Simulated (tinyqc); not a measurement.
Worked calculation: interface roughness in a thin film (subband fluctuation and scattering). Values are carried at full precision from step to step, so a last printed digit may differ when a step is redone from the rounded ones.

Square well of width t, barriers V0, c = hbar^2/2m0: E1 solves k t + 2 atan[(k/mz)/(kappa/mb)] = pi, k = sqrt(mz E/c), kappa = sqrt(mb (V0 - E)/c). One interface is rough, so the subband edge fluctuates by G dt with G = |dE1/dt| (central difference of 0.01 angstrom; 2 E1/t for hard walls).

Constants: hbar^2/2m0 = 3.80998211 eV angstrom^2; e^2/(4 pi eps0) = 14.39964547 eV angstrom; hbar = 6.58211957e-16 eV s.

Inputs chosen for the exercise (near those of a thin Si channel on (100), two-fold valleys; shifted at random, so the results belong to these values and not to a real crystal): t = 22 angstrom (film thickness); mz = 0.909 m0 (confinement mass); V0 = 2.91 eV (barrier); mb = 0.5 m0 (barrier mass); D = 3.4 angstrom (rms height of the roughness); md = 0.192 m0 (mass in the plane); gv = 2 (valleys); Lc = 24 angstrom (correlation length); Ns = 1.6 x 1e12/cm^2 (sheet density); eps = 8.2 (mean dielectric constant at the channel); Lg = 300 angstrom (gate length); Wg = 400 angstrom (gate width).

## Sensitivity of the level to thickness

Give E1, G, the hard-wall values and the rms fluctuation G D.

E1 = 73.06 meV
G = |dE1/dt| = 6.1338 meV/angstrom

hard walls: E1 (meV) and G (meV/angstrom): [85.470, 7.770]

G D = 20.85 meV

Hard walls overstate G by a factor 1.27, and the scattering rate, which goes as G^2, by 1.60.

## The angular integrand

Gaussian roughness spectrum S(q) = pi D^2 Lc^2 exp(-q^2 Lc^2/4). Degenerate gas, taken to fill one subband (the second starts to fill once c kF^2/md exceeds E2 - E1, which is not tested here): kF = sqrt(2 pi Ns/gv), q = 2 kF sin(theta/2), 1/tau = (md/(2 pi c hbar)) G^2 times the integral from 0 to pi of S(q)(1 - cos theta)/eps(q)^2 dtheta, eps(q) = 1 + qs/q with screening (qs = gv md q0/(c eps), q0 = e^2/(4 pi eps0), form factors left out, which overstates the screening; other scattering is left out too, so these values lie far above measured mobilities in all but the thinnest films) or 1 without; mobility = tau c2/md with c2 = e/m0 = 1.75882e15 cm^2/(V s^2); 1e12/cm^2 = 1e-4/angstrom^2.

kF, qs, and exp(-q^2 Lc^2/4)(1 - cos theta) without and with the factor 1/eps^2 at theta = 30, 60, ..., 180 degrees.

kF = 0.02242 1/angstrom
qs = 0.1770 1/angstrom

Integrand:
```
theta  q (1/angstrom)   bare  eps(q)  screened
30             0.0116  0.131   16.25  0.000498
60             0.0224  0.465    8.89   0.00588
90             0.0317  0.865    6.58    0.0200
120            0.0388   1.21    5.56    0.0391
150            0.0433   1.42    5.09    0.0551
180            0.0448   1.50    4.95    0.0612
```

kF Lc = 0.54: the roughness is short-ranged for these electrons, and back-scattering dominates.

## Scattering time and mobility

Integrate over theta.

Results:
```
case      integral  tau (fs)  mobility (cm^2/(V s))
bare         2.535     41.13                  376.8
screened   0.07910      1318              1.208e+04
```

Screening raises the mobility by a factor 32.0. With it kF l = 40, so by this rate the carriers are far from localisation. G D = 20.9 meV exceeds EF - E1 = 10.0 meV, though, so the gas breaks into puddles and this rate is not to be trusted.

## Threshold variation

Averaged over an area A = Lg Wg much larger than Lc^2, the thickness varies by D sqrt(pi Lc^2/A), so sigma(Vt) = G D Lc sqrt(pi/A)/e; the Pelgrom coefficient is sigma sqrt(A) (1 micrometre = 1e4 angstrom).

rms of the mean thickness = 0.418 angstrom
sigma(Vt) = 2.561 mV
coefficient = 0.0887 mV micrometre

The electrostatic effect of the thickness is left out.

## Checks

- G from the envelope at the wall, psi(t/2)^2 (E1 + c mz (kappa/mb)^2), against the difference quotient, meV/angstrom: both 6.134.
- Bare integral for Lc -> 0 against pi: both 3.1416.

Program tinyqc; command `OMP_NUM_THREADS=1 python tinyqc.py 1252772 1252773 out.jsonl`; about 0.01 s on one thread of a shared Intel(R) Xeon(R) Processor @ 2.30GHz.
